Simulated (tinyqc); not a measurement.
# Deformation potential from the mobility gain

Question. Tension X along [100] raises the x valleys by D = Xu (s11 - s12) X against the y and z valleys. Their share is f = w/(w + 2), w = exp(-D/Vt), and for current along [100] mu/mu0 = [f/ml + (1 - f)/mt]/[(1/ml + 2/mt)/3]. Find f, D and Xu.

Values chosen for this exercise; values close to those of silicon: temperature T = 250 K; compliance s11 = 7.56 1/TPa; compliance s12 = -2.1 1/TPa; longitudinal mass ml = 0.895 m0; transverse mass mt = 0.19 m0.

Constants: q = 1.602176634e-19 C, kB = 1.380649e-23 J/K, Vt = kB T/q. Results are converted to the units shown.

mu/mu0 = 1.15937521
X = 200 MPa

Answer. The gain is linear in f; w = 2 f/(1 - f).

f = 0.1841
D = 17.14 meV
Xu = 8.870 eV

Computed by the program tinyqc: `OMP_NUM_THREADS=1 python tinyqc.py 2530122 2530123 out.jsonl`, one thread of a shared Intel Xeon 2.30GHz, about 0.01 s for the whole run.
